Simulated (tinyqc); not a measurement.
Q-state Potts model on a small periodic square lattice: enumeration, Metropolis, heat-bath and Wolff steps: one step, computed by the program tinyqc. Command: `OMP_NUM_THREADS=1 python tinyqc.py 3113115 3113116 out.jsonl potts walk`. One thread of a shared host (Intel(R) Xeon(R) Processor @ 2.30GHz), about 0.07 s of CPU time with the checks.

E = -J x (number of nearest-neighbour bonds with equal states); n x n sites with periodic edges have 2 n^2 bonds. Order parameter m = (q f - 1)/(q - 1), f being the largest share of one state. Sites are numbered row by row from 0. Here q = 3 and n = 3.

Question. Eight single-site steps. Site = floor(r1 n^2). Trial state = (old + 1 + floor(r2 (q - 1))) mod q; it is accepted if r3 < min(1, exp(K db)), db the change in equal bonds.

Inputs (values chosen for the exercise, for a model of domains or grain orientations): temperature T = 949 K.

Update: Metropolis.

start states:
```
[[1, 0, 0],
 [2, 1, 0],
 [0, 0, 2]]
```

random numbers, one row a step:
```
[[0.0209, 0.7042, 0.8177],
 [0.6490, 0.8899, 0.6426],
 [0.3121, 0.4570, 0.1495],
 [0.1483, 0.2107, 0.9688],
 [0.5943, 0.2045, 0.1960],
 [0.6587, 0.1244, 0.5425],
 [0.0315, 0.7894, 0.6102],
 [0.0007, 0.3852, 0.6256]]
```

K = 0.6603203

Give: the table «Steps» with the columns old, trial, db, acceptance, new; states afterwards.

Answer.

Steps:
```
site  old  trial  db  acceptance  new
0       1      0   3      1.0000    0
5       0      2   1      1.0000    2
2       0      1  -2      0.2670    1
1       0      1   0      1.0000    1
5       2      0  -2      0.2670    0
5       0      1   2      1.0000    1
0       0      2   0      1.0000    2
0       2      0   0      1.0000    0
```

states afterwards:
```
[[0, 1, 1],
 [2, 1, 1],
 [0, 0, 2]]
```
